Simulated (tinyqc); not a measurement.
The basis set: RHF and MP2 along a ladder of basis sets, for H2, spin multiplicity 1. Computed by the program tinyqc with PySCF. 

Geometry (angstrom):
```
atom       x       y       z
H     0.0000  0.0000  0.0000
H     0.0000  0.0000  0.6600
```

Same geometry throughout; the dipole is taken about the origin.

RHF and frozen-core MP2 in a ladder of bases:
```
basis        functions  E(RHF) (hartree)  E(MP2 corr) (hartree)  HOMO (eV)  LUMO (eV)  dipole (debye)
sto-3g               2          -1.11440               -0.01138    -16.683     20.702           0.000
3-21g                4          -1.11809               -0.01657    -16.831      7.817           0.000
6-31g                4          -1.12262               -0.01651    -16.907      7.060           0.000
6-31g**             10          -1.12681               -0.02620    -16.893      7.069           0.000
cc-pvdz             10          -1.12205               -0.02563    -16.813      5.776           0.000
aug-cc-pvdz         18          -1.12217               -0.02652    -16.826      1.697           0.000
cc-pvtz             28          -1.12832               -0.03142    -16.889      4.835           0.000
```

From cc-pVDZ to cc-pVTZ the RHF energy falls by 6.3 mhartree and the correlation energy by 5.8. If valence correlation converges as X^-3, (27 E(T) - 8 E(D))/19 gives -0.0339 hartree, a rough estimate from such small X that usually falls short; STO-3G holds about 34 % of it. Beyond STO-3G the LUMO moves by 6.1 eV and the HOMO by 0.1 eV; diffuse functions lower the positive LUMO sharply, since an unbound virtual level tracks the most diffuse function.
